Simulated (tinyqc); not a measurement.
Pillar capacitor in an array: capacitance, non-linearity, leakage and relaxation: two steps of the calculation.

A film between two metal electrodes, each interface adding a series capacitance ci. The small-signal permittivity is ek (1 + aq E^2); the field is found with the linear permittivity. Leakage J = J0 sinh(E/Ef). After a voltage step the film passes a relaxation current kr C V tt^(-nr), tt being the time in seconds. The sidewall is a coaxial capacitor with radii a = dm/2 and b = dm/2 + t, depth AR dm; the end face is left out.

Parameters, values chosen for the exercise; permittivity of the order of that of aluminium oxide:
- ek = 9.14 (relative permittivity of the film)
- t = 14 nm (film thickness)
- ci = 140 uF/cm^2 (capacitance of each electrode interface (dead layer and screening))
- aq = 0.0027 cm^2/MV^2 (quadratic field coefficient of the permittivity)
- V = 1.2 V (bias)
- J0 = 3.9e-11 A/cm^2 (leakage prefactor)
- Ef = 0.41 MV/cm (field for an e-fold rise of the leakage)
- dm = 130 nm (diameter of the pillar)
- AR = 70 (aspect ratio, depth over diameter)
- pt = 230 nm (pitch of the square array)
- rho = 1500 uohm cm (resistivity of the inner electrode)

Constants: eps0 = 8.8541878128e-14 F/cm where lengths are in cm. Results are converted to the units shown.

Problem 1. Planar capacitance, field and non-linearity. Planar film: Cf = eps0 ek/t, 1/C = 1/Cf + 2/ci, EOT = 3.9 eps0/C, effective permittivity C t/eps0, E = (V/t) C/Cf; quadratic coefficient [C(V)/C - 1]/V^2 with Cf (1 + aq E^2) in C(V).

Wanted: Cf; C; EOT; effective permittivity; E; quadratic coefficient; J.

Solution 1.

Cf = 0.5781 uF/cm^2
C = 0.5733 uF/cm^2
EOT = 6.023 nm
effective permittivity = 9.065
E = 0.8501 MV/cm
quadratic coefficient = 1344 ppm/V^2
J = 1.526e-10 A/cm^2

The interfaces take 0.819 % of the voltage.

Problem 2. Cell capacitance, fields and time constant. Per length 1/c = ln(b/a)/(2 pi eps0 ek) + (1/a + 1/b)/(2 pi ci); cell capacitance c AR dm; per footprint over pt^2; fields c V/(2 pi eps0 ek r) at r = a and b; resistance of the inner electrode rho AR dm/(pi a^2); time constant R C/3 of the distributed line.

Find: a; b; cell capacitance; capacitance per footprint; field at a; field at b; R; R C/3.

Solution 2.

a = 65.000 nm
b = 79.000 nm
cell capacitance = 23.526 fF
capacitance per footprint = 44.473 uF/cm^2
field at a = 0.93865 MV/cm
field at b = 0.77231 MV/cm
R = 10.284 kohm
R C/3 = 80.647 ps

The array gives 77.6 times the planar capacitance per footprint; curvature makes the field at the inner electrode 1.10 times the planar value.

Computed by the program tinyqc: `OMP_NUM_THREADS=1 python tinyqc.py 2102158 2102159 out.jsonl`, one thread of a shared Intel Xeon 2.30GHz, about 0.01 s for the whole run.
